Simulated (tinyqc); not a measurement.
Space-charge-limited current with shallow traps: effect of the thickness.

One carrier type, drift only, an injecting contact at x = 0 (zero field) and thickness L. The share th = y/(1 + y), y = (Nc/Nt) exp(-Et/kB T), of the injected charge is free: J = q mu n F, eps0 eps_r dF/dx = q (n - n0)/th.

Ohmic J = q n0 mu V/L; Mott-Gurney J = (9/8) th eps0 eps_r mu V^2/L^3; they cross at Vx = 8 q n0 L^2/(9 th eps0 eps_r); traps fill at V_TFL = q Nt L^2/(2 eps0 eps_r). Exact: with u = n0/n(L), w = -u - ln(1 - u) and v = -u - u^2/2 - ln(1 - u), V = (q n0 L^2/(th eps0 eps_r)) v/w^2 and J = q^2 n0^2 mu L/(th eps0 eps_r w).

Values chosen for this exercise:
- T = 350 K (temperature)
- eps_r = 15.2 (relative permittivity)
- mu = 0.0052 cm^2/(V s) (mobility)
- Nc = 9.8e19 cm^-3 (band density of states)
- Nt = 1.8e17 cm^-3 (trap density)
- Et = 0.38 eV (trap depth)
- n0 = 3.6e12 cm^-3 (free carrier density in equilibrium)
- V = 4 V (voltage)

Constants: q = 1.602176634e-19 C, kB = 1.380649e-23 J/K, Vt = kB T/q, eps0 = 8.8541878128e-14 F/cm where lengths are in cm. Results are converted to the units shown.

Effect of the thickness:

| L (nm) | J (A/cm^2) | ohmic (A/cm^2) | Mott-Gurney (A/cm^2) | d ln J/d ln V |
|---|---|---|---|---|
| 130 | 0.1058 | 9.229e-4 | 0.1052 | 1.993 |
| 180 | 0.04011 | 6.665e-4 | 0.03961 | 1.988 |
| 270 | 0.01207 | 4.443e-4 | 0.01174 | 1.972 |
| 400 | 0.003836 | 2.999e-4 | 0.003610 | 1.941 |
| 600 | 0.001222 | 2.000e-4 | 0.001070 | 1.873 |
| 880 | 4.446e-4 | 1.363e-4 | 3.390e-4 | 1.756 |
| 1300 | 1.789e-4 | 9.229e-5 | 1.052e-4 | 1.566 |
| 1900 | 8.671e-5 | 6.314e-5 | 3.368e-5 | 1.342 |

What does the table show?

J falls from 0.106 to 8.67e-5 A/cm^2, as L^(-2.98) between the first two rows and L^(-1.91) between the last two (space charge -3, ohmic -1). The thickness law marks a bulk-limited current; an electrode-limited one depends on V/L alone. For L = 130, 180, 270 V exceeds half of V_TFL, which goes as L^2, so trap filling, left out here, would raise the current.

Range of the model: Diffusion and a field-dependent mobility are left out. With injecting contacts the diffusion current, about 4 pi^2 Vt th eps0 eps_r mu V/L^3, equals the Mott-Gurney current at V = 35 kB T/q (0.9 V at 300 K), so the drift-only result needs V well above that.

Computed by the program tinyqc: `OMP_NUM_THREADS=1 python tinyqc.py 2370132 2370133 out.jsonl`, one thread of a shared Intel Xeon 2.30GHz, about 0.01 s for the whole run.
